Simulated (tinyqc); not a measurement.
Inside a calculation: heavy doping: gap narrowing, degeneracy and the minority density. Values are carried at full precision from step to step, so a last printed digit may differ when a step is redone from the rounded ones.

Empirical narrowing (Slotboom form, constants chosen for the exercise; published fits of this form give the apparent narrowing, here it is taken as the true one): dEg = E0 [ln(N/N0) + sqrt(ln(N/N0)^2 + C)].

Constants: kB = 8.617333262e-05 eV/K; e^2/(4 pi eps0) = 14.39964547 eV angstrom.

Parameters, chosen for this exercise (gap and densities of states near those of GaAs at this temperature; narrowing constants of the size fitted for Si, not for this material; shifted at random, so the results belong to these values and not to a real crystal): N = 1.3e+18 1/cm^3 (ionised donors, equal to the majority density); E0 = 10.23 meV (narrowing scale); N0 = 1.3e+17 1/cm^3 (onset density); C = 0.5 (smoothing constant); Nc = 7.92e+17 1/cm^3 (conduction-band density of states); Eg = 1.35 eV (gap); Nv = 1.73e+19 1/cm^3 (valence-band density of states); T = 450 K; eps = 12.9 (dielectric constant); Mv = 1 (majority valleys).

## Gap narrowing

Evaluate at N.

ln(N/N0) = 2.3026
dEg (empirical fit) = 48.20 meV

Well above N0 each decade of doping adds 2 E0 ln 10 = 47.1 meV.

## Degeneracy of the majority band

F_j(eta) = (1/Gamma(j + 1)) integral_0^infinity x^j dx/(1 + exp(x - eta)), which tends to exp(eta) for eta << 0.

Majority: N = Nc F_1/2(eta), eta the distance of EF beyond the majority band edge in kT. Degeneracy factor gam = F_1/2(eta)/exp(eta). ni0^2 = Nc Nv exp(-Eg/kT); product n p = ni0^2 gam exp(dEg/kT), dEg the true narrowing; apparent narrowing dEa = dEg + kT ln gam; minority density = n p/N.

Solve for eta and form gam.

N/Nc = 1.641
eta = 1.0632
gam = 0.5669

## Product and minority density

Combine both effects.

ni0 = 1.02e+11 1/cm^3
exp(dEg/kT) = 3.47
dEa = 26.2 meV
sqrt(n p) = 1.43e+11 1/cm^3
minority density = 1.57e+04 1/cm^3

Narrowing multiplies the product by 3.47 and degeneracy by 0.567; together they change the minority density by a factor 1.96 against ni0^2/N.

## Two estimates of the size

Two physical estimates, e2 = e^2/(4 pi eps0), N in 1/angstrom^3: exchange shift at the Fermi level, Ex = (e2/eps) kF/pi with kF = (3 pi^2 N/Mv)^(1/3); screened-pair energy (Lanyon-Tuft), Es = (3/4)(e2/eps) qs with qs^2 = (4 pi e2 N/(eps kT)) F_-1/2(eta)/F_1/2(eta).

Evaluate both at N.

kF = 0.03376 1/angstrom
Ex = 12.00 meV
Es = 14.56 meV

Against the fitted dEg = 48.2 meV, Ex is 0.25 and Es 0.30 times as large; each keeps one mechanism only, and Ex assumes a strongly degenerate gas, while here eta is only 1.06.

## Checks

- Minority density against the Boltzmann occupation of the other band at the narrowed gap (1/cm^3): both 1.573e+04.

tinyqc: `OMP_NUM_THREADS=1 python tinyqc.py 1650093 1650094 out.jsonl`; about 0.01 s, one thread, shared Intel(R) Xeon(R) Processor @ 2.30GHz.
